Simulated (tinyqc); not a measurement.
# Worked calculation: abrupt p-n junction, non-linear Poisson equation by Newton steps

Computed by the program tinyqc: `OMP_NUM_THREADS=1 python tinyqc.py 2000126 2000127 out.jsonl`, one thread of a shared Intel Xeon 2.30GHz, about 0.02 s for the whole run. Printed values are rounded; ~0 in a residual or rate marks an entry under 1e-11 of the largest of its column.

One dimension, p side on the left, n side on the right; net doping C = -Na for x < 0 and +Nd for x > 0. The potential psi is counted from the intrinsic level, and the quasi-Fermi potentials are flat: 0 for holes and -V for electrons, so n = ni exp((psi + V)/Vt) and p = ni exp(-psi/Vt) (Boltzmann statistics, full ionisation, no current). Under reverse bias this makes the minority densities vanishingly small everywhere; they play no part in the charge.

Parameters, values chosen for the exercise; band and dielectric values close to those of gallium arsenide:
- T = 350 K (temperature)
- Eg = 1.42 eV (band gap)
- eps_r = 12.6 (relative permittivity)
- Nc = 5.57e17 cm^-3 (conduction-band density of states at T)
- Nv = 1.13e19 cm^-3 (valence-band density of states at T)
- Na = 5.2e15 cm^-3 (acceptor density of the p side)
- Nd = 1.2e18 cm^-3 (donor density of the n side)
- V = -2.6 V (bias of the p side against the n side)

Constants: q = 1.602176634e-19 C, kB = 1.380649e-23 J/K, Vt = kB T/q, eps0 = 8.8541878128e-14 F/cm where lengths are in cm. Results are converted to the units shown.

Range of the model: The donor density exceeds a fifth of the band density of states, where Boltzmann statistics begin to fail.

## Intrinsic density, end potentials and Debye lengths

ni = sqrt(Nc Nv) exp(-Eg/(2 Vt)), Eg in volts; psi_p = -Vt ln(Na/ni), psi_n = Vt ln(Nd/ni) - V; Debye length sqrt(eps0 eps_r Vt/(q N)).

ni = 1.499398e8 cm^-3
psi_p = -0.5236402 V
psi_n = 3.287757 V
Debye length, p side = 63.55112 nm
Debye length, n side = 4.183447 nm

## Net doping on the mesh

x, node 0 to 11 (nm): -1960  -615  -191  -57.6  -15.4  -2.1  2.1  6.98  12.7  19.3  26.9  35.8

C = -Na for x < 0 and +Nd for x > 0, taken at the nodes.

net doping C, node 0 to 11 (cm^-3): -5.2e15  -5.2e15  -5.2e15  -5.2e15  -5.2e15  -5.2e15  1.2e18  1.2e18  1.2e18  1.2e18  1.2e18  1.2e18

## Couplings between neighbouring nodes

a_i = eps0 eps_r/h_i for the interval from node i to i + 1, with h_i = x_(i+1) - x_i in cm.

coupling a_i, interval 0 to 10 (F/cm^2): 8.294629e-9  2.631197e-8  8.363026e-8  2.643667e-7  8.388178e-7  2.656256e-6  2.286122e-6  1.950398e-6  1.690345e-6  1.467931e-6  1.253514e-6

## Starting potential

The parabolas of an abrupt Na-Nd junction in the depletion approximation: psi_p + q Na (x + xp)^2/(2 eps0 eps_r) for -xp < x < 0, psi_n - q Nd (xn - x)^2/(2 eps0 eps_r) for 0 < x < xn, flat outside, with W = sqrt(2 eps0 eps_r (psi_n - psi_p)(1/Na + 1/Nd)/q), xp = W Nd/(Na + Nd), xn = W Na/(Na + Nd), psi_p = -Vt ln(Na/ni), psi_n = Vt ln(Nd/ni) - V.

psi at the start, node 0 to 11 (V): -0.523640  0.053471  1.969563  2.850052  3.156257  3.255519  3.283322  3.287757  3.287757  3.287757  3.287757  3.287757

## Iteration 1: densities, residual and Jacobian diagonal

n_i = ni exp((psi_i + V)/Vt), p_i = ni exp(-psi_i/Vt), rho_i = p_i - n_i + C_i, g_i = (n_i + p_i)/Vt. Box widths w_i = (h_(i-1) + h_i)/2 in cm. Residual F_i = a_i (psi_(i+1) - psi_i) - a_(i-1) (psi_i - psi_(i-1)) + q rho_i w_i; Jacobian: a_(i-1) and a_i beside the diagonal, b_i = -a_(i-1) - a_i - q g_i w_i on it. The two end nodes are fixed.

```
node     n (cm^-3)     p (cm^-3)
0     1.575716e-37        5.2e15
1     3.217443e-29    2.546658e7
2        0.1253195  6.538266e-21
3      5.977305e11  1.370806e-33
4      1.533432e16  5.343390e-38
5      4.120674e17  1.988443e-39
6      1.035917e18  7.909636e-40
7           1.2e18  6.828103e-40
8           1.2e18  6.828103e-40
9           1.2e18  6.828103e-40
10          1.2e18  6.828103e-40
11          1.2e18  6.828103e-40
```

```
node  residual F (C/cm^2)  diagonal b (F/cm^2)
1            -2.806128e-8         -3.460661e-8
2                      ~0         -1.099422e-7
3           -8.408341e-13         -3.480249e-7
4            -6.817699e-9         -1.329231e-6
5            -6.790537e-8         -5.410414e-6
6            -5.178050e-8         -7.440711e-6
7            -1.013819e-8         -7.615041e-6
8                      ~0         -7.567476e-6
9                      ~0         -7.684219e-6
10                     ~0         -7.980463e-6
```

## Iteration 1: Newton step

Solve the tridiagonal system a_(i-1) d_(i-1) + b_i d_i + a_i d_(i+1) = -F_i for nodes 1 to 10, with d = 0 on fixed nodes. Each component d is damped to sign(d) Vt ln(1 + |d|/Vt) before it is added.

Newton step d, before damping, node 1 to 10 (V): -1.076221  -0.349007  -0.120210  -0.047841  -0.029797  -0.020021  -0.007891  -0.002143  -0.000489  -0.000090
psi after iteration 1, node 0 to 11 (V): -0.523640  -0.055177  1.893213  2.801597  3.127599  3.234795  3.267967  3.280748  3.285687  3.287272  3.287667  3.287757

## Iteration 2: densities, residual and Jacobian diagonal

As before.

```
node     n (cm^-3)     p (cm^-3)
0     1.575716e-37        5.2e15
1     8.770956e-31    9.341883e8
2      0.009968456  8.219652e-20
3      1.198903e11  6.834351e-33
4      5.929280e15  1.381909e-37
5      2.072826e17  3.952925e-39
6      6.226198e17  1.316008e-39
7      9.511584e17  8.614468e-40
8      1.120400e18  7.313215e-40
9      1.180873e18  6.938703e-40
10     1.196435e18  6.848447e-40
11          1.2e18  6.828103e-40
```

```
node  residual F (C/cm^2)  diagonal b (F/cm^2)
1            -2.631024e-8         -3.460704e-8
2             1.483033e-9         -1.099422e-7
3             2.900540e-9         -3.480026e-7
4            -1.213851e-9         -1.190589e-6
5            -3.159216e-8         -4.458549e-6
6            -1.689860e-8         -6.443958e-6
7             1.546112e-9         -6.914444e-6
8            9.028722e-10         -7.307002e-6
9            7.547115e-11         -7.612078e-6
10           3.978554e-12         -7.964841e-6
```

## Iteration 2: Newton step

As before.

Newton step d, before damping, node 1 to 10 (V): -0.9790599  -0.2877825  -0.0880242  -0.0358058  -0.0216322  -0.0131093  -0.0044251  -0.0011146  -0.0002462  -0.0000449
psi after iteration 2, node 0 to 11 (V): -0.523640  -0.161053  1.822174  2.760406  3.103995  3.218487  3.257082  3.276619  3.284592  3.287027  3.287622  3.287757

## Iteration 3: densities, residual and Jacobian diagonal

As before.

```
node     n (cm^-3)     p (cm^-3)
0     1.575716e-37        5.2e15
1     2.621210e-32   3.125932e10
2      9.456259e-4  8.664869e-19
3      3.059589e10  2.678047e-32
4      2.710938e15  3.022468e-37
5      1.207073e17  6.788093e-39
6      4.339878e17  1.888008e-39
7      8.294617e17  9.878364e-40
8      1.080472e18  7.583468e-40
9      1.171310e18  6.995352e-40
10     1.194658e18  6.858639e-40
11          1.2e18  6.828103e-40
```

```
node  residual F (C/cm^2)  diagonal b (F/cm^2)
1            -2.451497e-8         -3.462129e-8
2             3.062561e-9         -1.099422e-7
3             5.053858e-9         -3.479984e-7
4             1.687423e-9         -1.143147e-6
5            -1.117074e-8         -4.056136e-6
6            -2.135748e-9         -5.989032e-6
7             2.352691e-9         -6.571815e-6
8            3.602014e-10         -7.176347e-6
9            2.198611e-11         -7.576010e-6
10           1.027077e-12         -7.957050e-6
```

## Iteration 3: Newton step

As before.

Newton step d, before damping, node 1 to 10 (V): -0.8767517  -0.2219258  -0.0525230  -0.0180509  -0.0100582  -0.0054532  -0.0016651  -0.0004248  -0.0000953  -0.0000174
psi after iteration 3, node 0 to 11 (V): -0.523640  -0.263705  1.758136  2.729990  3.089847  3.209807  3.252069  3.274998  3.284171  3.286932  3.287605  3.287757

## Course of the Newton iteration

Stop when the largest undamped |d| is below 1e-9 V, or after 80 iterations.

Course of the iteration:
```
iteration  largest |F| (C/cm^2)  largest |d| (V)  at node
1                       6.79e-8             1.08        1
2                       3.16e-8            0.979        1
3                       2.45e-8            0.877        1
4                       2.26e-8            0.762        1
5                       2.03e-8            0.460        1
6                       1.27e-8           0.0915        2
7                       4.91e-9           0.0548        2
8                       2.39e-9           0.0235        2
9                      6.68e-10          6.14e-3        2
10                     6.06e-11          5.51e-4        2
11                     5.47e-13          4.97e-6        2
12                     4.51e-17         4.10e-10        2
```

Converged in 12 iterations. Once the step is below 0.1 Vt, 2 more iteration(s) reach the threshold: near the solution the error is roughly squared each time.

## Converged densities, field and charge

converged psi, node 0 to 11 (V): -0.523640  -0.475308  1.776536  2.762661  3.102283  3.213434  3.254197  3.275927  3.284447  3.286997  3.287617  3.287757

n and p as above; field E_i = -(psi_(i+1) - psi_i)/h_i on each interval; charge on either side of the peak Q = eps0 eps_r |E|max (Gauss).

```
node     n (cm^-3)     p (cm^-3)
0     1.575716e-37        5.2e15
1     7.823989e-37   1.047257e15
2      2.082386e-4  3.934777e-18
3      3.297086e10  2.485141e-32
4      2.561379e15  3.198950e-37
5      1.020892e17  8.026048e-39
6      3.944011e17  2.077510e-39
7      8.106639e17  1.010742e-39
8      1.075287e18  7.620034e-40
9      1.170124e18  7.002440e-40
10     1.194439e18  6.859891e-40
11          1.2e18  6.828103e-40
```

field E, interval 0 to 10 (kV/cm): -0.35935  -53.10954  -73.92238  -80.47918  -83.57227  -97.05429  -44.52932  -14.89523  -3.86249  -0.81621  -0.15740
peak |E| = 97.05429 kV/cm
charge Q = 108.2765 nC/cm^2

## Check against the exact first integral and the depletion approximation

ni = sqrt(Nc Nv) exp(-Eg/(2 Vt)), Eg in volts. Exact first integral for an abrupt junction with thick neutral sides: psi_p = -Vt ln(Na/ni), psi_n = Vt ln(Nd/ni) - V, psi_j = (Nd psi_n + Na psi_p - Vt (Nd - Na))/(Na + Nd) at the junction, n_j = ni exp((psi_j + V)/Vt), p_j = ni exp(-psi_j/Vt), and E_j^2 = (2 q/(eps0 eps_r)) [Nd (psi_n - psi_j - Vt) + Vt (n_j + p_j)] (minority densities of the neutral sides neglected). Depletion approximation: Vbi = Vt ln(Na Nd/ni^2), W = sqrt(2 eps0 eps_r (Vbi - V)(1/Na + 1/Nd)/q), xp = W Nd/(Na + Nd), xn = W Na/(Na + Nd), peak field 2 (Vbi - V)/W, capacitance eps0 eps_r/W.

psi_j = 3.241412 V
exact field at the junction = 88.39944 kV/cm
Vbi = 1.211397 V
W = 1012.509 nm
peak field in the depletion approximation = 75.28620 kV/cm

The depletion approximation gives a peak field 15 % below the exact one, since carriers spilling over from the heavily doped side add charge next to the junction. The 12-node mesh above gave 97.05 kV/cm on the interval that holds the junction, 9.8 % above the exact value.
